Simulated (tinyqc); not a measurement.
Reduced Fermi level from a carrier density: charge neutrality of a doped semiconductor with incomplete ionisation. Computed by tinyqc, a small Python program. Command: `OMP_NUM_THREADS=1 python tinyqc.py 3008532 3008533 out.jsonl dopant walk`. One thread of a shared host (Intel(R) Xeon(R) Processor @ 2.30GHz), about 0.03 s of CPU time with the checks.

Energies are counted from the top of the valence band; E_D is measured down from the conduction band and E_A up from the valence band.

Inputs (values chosen for the exercise, modelled on ZnO):
```
quantity             value  unit
gap at 0 K E_g0       3.47    eV
Varshni alpha      0.00053  eV/K
Varshni beta           483     K
electron mass m_e     0.28   m_0
valleys M_c              1     -
hole mass m_h        0.829   m_0
temperature T          600     K
```

Doping: n-type. Statistics of the bands: Fermi-Dirac.

ratios u of density to N: 0.016  0.048  0.15  0.44  1.3  4.1  12

Constants: m_0 = 9.1093837015e-31 kg; k_B = 1.380649e-23 J/K; h = 6.62607015e-34 J s; k_B = 8.617333262e-05 eV/K.

Method:
- E_g = E_g0 - alpha T^2/(T + beta).
- N_c = 2 M_c (2 pi m_e k_B T/h^2)^(3/2) and N_v = 2 (2 pi m_h k_B T/h^2)^(3/2), masses in units of m_0.
- n_i = sqrt(N_c N_v) exp(-E_g/(2 k_B T)); E_i = E_g/2 + (k_B T/2) ln(N_v/N_c).
- F_1/2(eta) = (2/sqrt(pi)) int_0^infinity sqrt(x)/(1 + exp(x - eta)) dx, by the trapezoid rule in t = sqrt(x) with step 0.02 up to t = 12 (for eta < -12 by exp(eta) - exp(2 eta)/2^(3/2)).
- For u = density/N of the majority band, eta solves F_1/2(eta) = u (bisection). Boltzmann: ln u. Joyce-Dixon: ln u + u/sqrt(8) - 4.95009e-3 u^2 + 1.48386e-4 u^3 - 4.42563e-6 u^4. Degenerate limit: (3 sqrt(pi) u/4)^(2/3). The last column is (eta - ln u) k_B T.

N_c = 1.05161e+19 cm^-3

k_B T = 0.0517040 eV

Eta by four rules:
```
u      density (cm^-3)    exact  Boltzmann  Joyce-Dixon  degenerate  Boltzmann error (meV)
0.016       1.6826e+17  -4.1295    -4.1352      -4.1295      0.0768             2.9242e-01
0.048       5.0477e+17  -3.0196    -3.0366      -3.0196      0.1597             8.7686e-01
0.15        1.5774e+18  -1.8442    -1.8971      -1.8442      0.3413             2.7363e+00
0.44        4.6271e+18  -0.6664    -0.8210      -0.6664      0.6994             7.9943e+00
1.3         1.3671e+19   0.7139     0.2624       0.7139      1.4401             2.3348e+01
4.1         4.3116e+19   2.7864     1.4110       2.7863      3.0970             7.1116e+01
12          1.2619e+20   6.2011     2.4849       6.1794      6.3369             1.9214e+02
```

What follows from these numbers?

Boltzmann statistics place E_F within 1 meV of the exact value up to u = 0.0480 of those listed and miss by 192 meV at u = 12. Joyce-Dixon stays within 0.01 in eta up to u = 4.10; the degenerate limit is still 2.2 % high at the last u. A parabolic band is assumed throughout.
